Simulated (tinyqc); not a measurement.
## Reflectance at normal incidence against thickness

Normal incidence on air, film (n1) and substrate (N2 = n2 - i k2): r01 = (1 - n1)/(1 + n1), r12 = (n1 - N2)/(n1 + N2), amplitude (r01 + r12 X)/(1 + r01 r12 X), X = exp(-4 pi i n1 d/lam), R its squared modulus, phase from 0 to 360 degrees.

Parameters, values chosen for the exercise:
```
symbol,value,unit,meaning
lam,546.1,nm,wavelength
n1,1.464,,index of the transparent film
n2,4.086,,index of the substrate
k2,0.031,,extinction coefficient of the substrate
```

Reflectance at normal incidence against thickness:
```
d (nm)	R (%)	phase of the reflected amplitude (degrees)
0	36.82	179.8
24	33.70	149.6
48	24.97	114.2
71	14.56	67.18
95	9.769	353.4
119	16.16	283.5
142	26.67	239.4
166	34.61	205.3
190	36.75	175.5
```

What does the comparison show?

R goes from 36.8 through a minimum of 9.77 (at d = 95 nm among the rows listed) to 36.7 %. At a quarter wave, d = 93.3 nm, R = 9.73 %; for a transparent substrate it would vanish for n1 = sqrt(n2) = 2.02.

Numbers from tinyqc (`OMP_NUM_THREADS=1 python tinyqc.py 2870166 2870167 out.jsonl`; about 0.01 s on one thread of a shared Intel Xeon 2.30GHz).
